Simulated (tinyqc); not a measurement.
Born-Mayer model of an ionic crystal AB: one step, computed by the program tinyqc.

Energies are per ion pair and r is the nearest distance of unlike ions.

Question. Terms of the lattice energy. Madelung constant M, unlike neighbours z1, like neighbours z2 at f r, volume per pair: rock salt 1.747565, 6, 12, sqrt2, 2 r^3; caesium chloride 1.762675, 8, 6, 2/sqrt3, 8 r^3/(3 sqrt3); zinc blende 1.638055, 4, 12, sqrt(8/3), 16 r^3/(3 sqrt3). U(r) = -M z^2 e^2/(4 pi eps_0 r) + z1 lambda exp(-r/rho).

Inputs (values chosen for the exercise, for a model salt): ionic charge z = 1; unlike repulsion lambda = 746 eV; range rho = 0.323 angstrom.

Structure: caesium chloride. Short range: nearest neighbours only.

equilibrium distance r0 = 2.791911 angstrom

Constants: e^2/(4 pi eps_0) = 14.39964548 eV angstrom.

Give: terms; lattice energy U.

Answer.

terms (eV): Coulomb -9.091, unlike repulsion 1.052

lattice energy U = -8.039 eV per pair

The short-range terms together cancel 11.6 % of the Coulomb energy, which is rho/r0 = 0.1157: U = -(M z^2 e^2/(4 pi eps_0 r0))(1 - rho/r0).
